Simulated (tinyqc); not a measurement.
Anneal temperature: kinetics of strain relaxation and threading dislocations in mismatched semiconductor layers. Computed by tinyqc, a small Python program. Command: `OMP_NUM_THREADS=1 python tinyqc.py 3009780 3009781 out.jsonl threading walk`. One thread of a shared host (Intel(R) Xeon(R) Processor @ 2.30GHz), about 0.01 s of CPU time with the checks.

60-degree dislocations on {111} planes of a (001) layer, isotropic elasticity. The Schmid factor is 1/sqrt(6), and a misfit segment relieves strain with b/2.

Inputs (values chosen for the exercise, modelled on GaAs on Si):
```
quantity                        value         unit
misfit f                       0.0405            -
shear modulus G                    47          GPa
Poisson ratio nu                 0.31            -
Burgers vector b                    4     angstrom
glide activation energy Q        1.33           eV
velocity prefactor v0            8400  m/s per MPa
layer thickness h                  29           nm
anneal temperature T              695            K
anneal time t                      13            s
initial thread density rho_0    78000       1/cm^2
multiplication constant delta   11000          1/m
```

Sources: fixed density of threads.

Constants: k_B = 8.617333262e-05 eV/K.

Method:
- Excess resolved stress tau = (1/sqrt 6) [2 G (1 + nu)/(1 - nu)] (e - e_eq), e_eq = b (1 - nu/4) [ln(h/b) + 1]/(4 pi (1 + nu) h), the Matthews-Blakeslee strain of an uncapped layer; glide velocity v = v0 tau exp(-Q/(k_B T)), tau in MPa.
- Threads run in two directions, so de/dt = -(b/4) rho v, with rho fixed. With x = e - e_eq, x0 = f - e_eq (fully strained at t = 0) and v = m S x (m the mobility, S x = tau): x = x0 exp(-t/t_r), t_r = 4/(b rho_0 m S).
- The half time is that at which x = x0/2.

half time = 64.0390 s

excess stress tau = 2653.19 MPa

equilibrium strain e_eq = 0.00408391

After the time t:
```
T (K)  first velocity (micrometre/s)  relieved (%)  threads (1/cm^2)  half time (s)
612                       2.4865e+02         0.690             78000     1.3015e+03
643                       8.3873e+02         2.308             78000     3.8584e+02
680                       3.0962e+03         8.260             78000     1.0452e+02
711                       8.3294e+03        20.700             78000     3.8852e+01
749                       2.5056e+04        50.226             78000     1.2916e+01
775                       5.0019e+04        75.162             78000     6.4697e+00
812                       1.2395e+05        96.830             78000     2.6109e+00
876                       4.9697e+05       100.000             78000     6.5117e-01
```

The half time follows exp(Q/(k_B T)), a decade for each 84 K near 749 K. Relief goes from 21 % at 711 K to 75.2 % at 775 K: with a fixed density the onset is gradual, and more threads relax the layer sooner. Caution: at stresses above about 1 GPa the linear velocity law understates glide, as stress lowers the kink barrier. Caution: at such misfit the layer islands and relaxes during the first nanometres, so a uniform strained start is an idealisation. Caution: rows with more than 50 % relieved leave out blocking by crossing misfit lines, which slows real layers.

Extremes, crossings and ranges named in words are read from the listed rows.
